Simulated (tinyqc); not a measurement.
# Minority carriers and saturation current of a heavily doped emitter: what changes with what

n-type, parabolic bands, full ionisation. eta = (EF - Ec)/kB T solves N = Nc F12(eta), F12(x) = (2/sqrt(pi)) int_0^infinity sqrt(u)/(1 + exp(u - x)) du. The gap shrinks rigidly by dEg = E1 [ln(N/N0) + sqrt(ln^2(N/N0) + 0.5)], an empirical law that is here taken as the true narrowing.

Values chosen for this exercise; band and dielectric values close to those of germanium:
```
symbol,value,unit,meaning
T,250,K,temperature
Eg,0.654,eV,band gap
Nc,8.06e18,cm^-3,conduction-band density of states at 250 K
Nv,4.64e18,cm^-3,valence-band density of states at 250 K
N,1.4e19,cm^-3,ionised donor density
E1,6.9,meV,energy of the narrowing law
N0,1.2e17,cm^-3,density of the narrowing law
mup,110,cm^2/(V s),minority-hole mobility
Cn,3.2e-31,cm^6/s,Auger coefficient
ts,2.2,us,defect lifetime
W,160,nm,emitter width
S,2500,cm/s,recombination velocity at the contact
```

Constants: q = 1.602176634e-19 C, kB = 1.380649e-23 J/K, Vt = kB T/q. Results are converted to the units shown.

Each table varies one quantity; the others keep the values above.

## Effect of the doping

ni = sqrt(Nc Nv) exp(-Eg/(2 Vt)), Eg in volts; degeneracy factor g = F12(eta) exp(-eta); nie^2 = ni^2 exp(dEg/kB T) g, p0 = nie^2/N; apparent narrowing dEg + kB T ln g. 1/tau = Cn N^2 + 1/ts, D = mup Vt, L = sqrt(D tau); J0 = (q p0 D/L)(s + tanh(W/L))/(1 + s tanh(W/L)), s = S L/D; the share recombining inside is 1 - 1/[cosh(W/L)(1 + tanh(W/L)/s)]. The mobility is held fixed.

Result of one run:

| N (cm^-3) | apparent narrowing (meV) | p0 (cm^-3) | L (nm) | J0 (fA/cm^2) | share inside (%) |
|---|---|---|---|---|---|
| 3.7e19 | 46.401 | 5.7016e5 | 735.11 | 8.4536e5 | 74.044 |

What becomes of these results when the ionised donor density N is changed from 3.7e19 to 1.1e18 cm^-3, all else the same?

Result of the changed run:

| N (cm^-3) | apparent narrowing (meV) | p0 (cm^-3) | L (nm) | J0 (fA/cm^2) | share inside (%) |
|---|---|---|---|---|---|
| 1.1e18 | 30.297 | 9.0816e6 | 16779 | 3.5965e6 | 0.54034 |

The whole series:

| N (cm^-3) | apparent narrowing (meV) | p0 (cm^-3) | L (nm) | J0 (fA/cm^2) | share inside (%) |
|---|---|---|---|---|---|
| 1.8e17 | 8.2519 | 1.9947e7 | 22577 | 7.8803e6 | 0.29916 |
| 4.4e17 | 18.756 | 1.3288e7 | 21420 | 5.2513e6 | 0.33224 |
| 1.1e18 | 30.297 | 9.0816e6 | 16779 | 3.5965e6 | 0.54034 |
| 2.6e18 | 40.553 | 6.1850e6 | 9514.6 | 2.4771e6 | 1.6615 |
| 6.3e18 | 49.201 | 3.8134e6 | 4244.3 | 1.6285e6 | 7.8277 |
| 1.5e19 | 53.161 | 1.9248e6 | 1808.5 | 1.1089e6 | 31.891 |
| 3.7e19 | 46.401 | 5.7016e5 | 735.11 | 8.4536e5 | 74.044 |
| 9.1e19 | 15.966 | 56444 | 299.02 | 3.6759e5 | 94.717 |

The apparent narrowing goes from 8.25 through a maximum of 53.2 (at N = 1.5e19 cm^-3 among the rows listed) to 16.0 meV. p0 goes as N^(-0.45) between the first two rows and N^(-2.57) between the last two (-1 without narrowing or degeneracy), and J0 falls from 7.88e6 to 3.68e5 fA/cm^2.

## Effect of the contact

Same model as above.

Result of one run:

| S (cm/s) | J0 (fA/cm^2) | share inside (%) |
|---|---|---|
| 1.1e5 | 2.102e7 | 1.246 |

What becomes of these results when the recombination velocity at the contact S is changed from 1.1e5 to 2.1e6 cm/s, all else the same?

Result of the changed run:

| S (cm/s) | J0 (fA/cm^2) | share inside (%) |
|---|---|---|
| 2.1e6 | 4.573e7 | 0.3881 |

The whole series:

| S (cm/s) | J0 (fA/cm^2) | share inside (%) |
|---|---|---|
| 80 | 3.587e5 | 92.68 |
| 340 | 4.436e5 | 74.87 |
| 1500 | 8.188e5 | 40.41 |
| 6200 | 2.281e6 | 14.28 |
| 26000 | 7.578e6 | 4.062 |
| 1.1e5 | 2.102e7 | 1.246 |
| 4.8e5 | 3.746e7 | 0.5492 |
| 2.1e6 | 4.573e7 | 0.3881 |
| 8.8e6 | 4.814e7 | 0.3517 |

J0 rises from 3.59e5 to 4.81e7 fA/cm^2, between the limits q p0 (D/L) tanh(W/L) = 3.33e5 and q p0 (D/L) coth(W/L) = 4.89e7; W/L = 0.083, so passivating the contact can gain at most a factor of 147.

## Approximations to the Fermi level

With u = N/Nc: Boltzmann ln u; Joyce-Dixon ln u + 0.353553 u - 4.95009e-3 u^2 + 1.48386e-4 u^3 - 4.42563e-6 u^4; degenerate limit (3 sqrt(pi) u/4)^(2/3). The Einstein ratio is D/(mu Vt) = F12/Fm, Fm(x) = dF12/dx = (1/sqrt(pi)) int_0^infinity u^(-1/2)/(1 + exp(u - x)) du.

Results:

| N (cm^-3) | N/Nc | eta | Boltzmann | Joyce-Dixon | degenerate | D/(mu Vt) |
|---|---|---|---|---|---|---|
| 4.7e17 | 0.05831 | -2.821 | -2.842 | -2.821 | 0.1818 | 1.021 |
| 1.2e18 | 0.1489 | -1.852 | -1.905 | -1.852 | 0.3396 | 1.052 |
| 3e18 | 0.3722 | -0.8574 | -0.9883 | -0.8574 | 0.6256 | 1.130 |
| 1.9e19 | 2.357 | 1.665 | 0.8575 | 1.665 | 2.141 | 1.784 |
| 4.6e19 | 5.707 | 3.622 | 1.742 | 3.621 | 3.861 | 2.762 |
| 1.2e20 | 14.89 | 7.201 | 2.701 | 7.139 | 7.317 | 4.961 |
| 2.9e20 | 35.98 | 13.11 | 3.583 | 9.390 | 13.18 | 8.827 |

Estimate the missing row, N = 7.4e18 cm^-3.

Computed row:

| N (cm^-3) | N/Nc | eta | Boltzmann | Joyce-Dixon | degenerate | D/(mu Vt) |
|---|---|---|---|---|---|---|
| 7.4e18 | 0.9181 | 0.2351 | -0.08543 | 0.2351 | 1.142 | 1.317 |

With this row back in the table: Boltzmann is within 0.1 of eta up to N/Nc = 0.15, Joyce-Dixon within 0.01 up to 5.7, and the degenerate limit is off by 0.063 in the last row. The Einstein ratio rises from 1.02 to 8.83: degenerate carriers diffuse faster for the same mobility.

Range of the model: Band tails, non-parabolic bands and incomplete ionisation are left out.

tinyqc, about 0.01 s, one thread, Intel Xeon 2.30GHz (shared host): `OMP_NUM_THREADS=1 python tinyqc.py 2330061 2330062 out.jsonl`
